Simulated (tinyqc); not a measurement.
Worked calculation: UHF in the 3-21g basis, for H3+, spin multiplicity 1. One step of it, computed by the program tinyqc.

Task: Orthogonalisation. S = U s U^T; symmetric (Loewdin) form X = U s^(-1/2) U^T, so that X^T S X = 1.

overlap S, order 1H 1s, 1H 2s, 2H 1s, 2H 2s, 3H 1s, 3H 2s:
```
[[1.000000, 0.645899, 0.062985, 0.249625, 0.062752, 0.249293],
 [0.645899, 1.000000, 0.249625, 0.562147, 0.249293, 0.561694],
 [0.062985, 0.249625, 1.000000, 0.645899, 0.062877, 0.249472],
 [0.249625, 0.562147, 0.645899, 1.000000, 0.249472, 0.561938],
 [0.062752, 0.249293, 0.062877, 0.249472, 1.000000, 0.645899],
 [0.249293, 0.561694, 0.249472, 0.561938, 0.645899, 1.000000]]
```

Give: eigenvalues of S; X.

Result:

eigenvalues of S: [0.2191, 0.2192, 0.3759, 1.1557, 1.1564, 2.8737]

X, order 1H 1s, 1H 2s, 2H 1s, 2H 2s, 3H 1s, 3H 2s:
```
[[1.2474, -0.4993, 0.0355, 0.0110, 0.0355, 0.0111],
 [-0.4993, 1.5370, 0.0110, -0.3176, 0.0111, -0.3170],
 [0.0355, 0.0110, 1.2474, -0.4993, 0.0355, 0.0111],
 [0.0110, -0.3176, -0.4993, 1.5372, 0.0110, -0.3173],
 [0.0355, 0.0111, 0.0355, 0.0110, 1.2474, -0.4992],
 [0.0111, -0.3170, 0.0111, -0.3173, -0.4992, 1.5368]]
```
